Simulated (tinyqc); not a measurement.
Composition from the perpendicular lattice constant.

Question. The layer is x parts of the first compound and 1 - x of the second, grown coherently on the second as substrate and barrier. Rows of the table: lattice constant a, average valence level Ea on an absolute scale, spin-orbit splitting so, gaps at Gamma, X and L, hydrostatic deformation potentials av and ac (Gamma), shear potential b, elastic constants, electron and heavy-hole (along z) masses. All are interpolated linearly in x; gaps get -C x (1 - x), taken wholly in the conduction band; real line-ups can differ from this model by 0.1 eV or more. In-plane strain e = (a_substrate - a)/a, e_z = -2 (c12/c11) e, volume change 2 e + e_z. X-ray diffraction gives a_z = a (1 + e_z) of the coherent layer. Find x, e and the relaxed Gamma gap.

Parameters, values chosen for the exercise: bowing of the Gamma gap CG = 0.477 eV; bowing of the X gap CX = 1.4 eV; bowing of the L gap CL = 0.33 eV.

Binary compounds, values chosen for the exercise:
```
	close to InAs	close to GaAs
a (angstrom)	6.058	5.653
Ea (eV)	-6.67	-6.92
so (eV)	0.383	0.337
EG (eV)	0.357	1.42
EX (eV)	1.37	1.91
EL (eV)	1.07	1.69
av (eV)	0.993	1.17
ac (eV)	-5.04	-7.11
b (eV)	-1.81	-1.7
c11 (GPa)	83.8	120
c12 (GPa)	45.7	54.5
me (m0)	0.0232	0.0677
mh (m0)	0.331	0.354
```

lattice constant along the growth direction = 5.81773207 angstrom

Answer. a_z changes steadily with x, about (1 + 2 c12/c11) times as fast as the relaxed lattice constant, so one composition matches.

x = 0.2100
e = -1.482 %
relaxed Gamma gap = 1.118 eV

Numbers from tinyqc (`OMP_NUM_THREADS=1 python tinyqc.py 2690032 2690033 out.jsonl`; about 0.01 s on one thread of a shared Intel Xeon 2.30GHz).
